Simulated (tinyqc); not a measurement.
Thin-body transistor below threshold, two-dimensional Poisson equation on a small mesh: choice of the relaxation factor.

A thin body on a thick buried insulator of low permittivity, taken as carrying no normal field at the bottom of the body (row 0). Mobile charge is neglected (subthreshold), the body is fully depleted, and potentials are counted from the intrinsic level; rows run upward to the gate, columns from source to drain.

Mesh: rows i = 0..3 in the semiconductor (step hs = tb/3, row 3 on the interface), then 2 step(s) ho = tox/2 up to the gate row 5; columns j = 0..6 (step hy = L/6). Box integration, divided by eps0: up_i = eps hy/h of the interval above row i, dn_i = that of the interval below (0 for row 0), lat_i = (sum of eps h/2 over the intervals above and below)/hy, s_i = -q Na w_i hy/eps0 with w_i the semiconductor height of the box (hs/2 for row 0 and the interface row, hs between, 0 in the insulator). Each free node obeys (up + dn + 2 lat) psi = up psi(above) + dn psi(below) + lat [psi(left) + psi(right)] + s. Fixed values: gate row Vg - Vfb; column 0 at Vbi and the last column at Vbi + Vd in the semiconductor, each running linearly to Vg - Vfb across the insulator. Sweeps go row by row from row 0, left to right, psi(new) = psi + omega (t - psi) with t the value that solves the node equation for the newest neighbours; free nodes start at zero; stop when the largest change is below 1e-7 V.

Inputs (values chosen for the exercise); semiconductor permittivity close to that of silicon:
```
symbol,value,unit,meaning
eps_r,11.8,,relative permittivity of the semiconductor
eox,25,,relative permittivity of the insulator
tb,4,nm,body thickness
tox,3.7,nm,insulator thickness
L,25,nm,channel length
Na,5.1e17,cm^-3,acceptor density of the depleted body
Vbi,0.49,V,potential of the source
Vfb,-0.04,V,gate offset
Vg,0,V,gate voltage
Vd,0.7,V,drain voltage
```

Constants: q = 1.602176634e-19 C, eps0 = 8.8541878128e-14 F/cm where lengths are in cm. Results are converted to the units shown.

Results:
```
omega  sweeps
1          94
1.1        77
1.3        50
1.4        37
1.5        25
1.6        32
1.7        46
1.8        70
1.9       145
```

Estimate the missing row, omega = 1.2.

Computed row:
```
omega  sweeps
1.2        63
```

With this row back in the table: Gauss-Seidel (omega = 1) takes 94 sweeps; the fewest, 25, are at omega = 1.5, and omega = 1.9 takes 145. The Jacobi matrix of this mesh has spectral radius rho = 0.9308, so theory puts the best factor at 2/(1 + sqrt(1 - rho^2)) = 1.46.

tinyqc, about 0.2 s, one thread, Intel Xeon 2.30GHz (shared host): `OMP_NUM_THREADS=1 python tinyqc.py 2480136 2480137 out.jsonl`
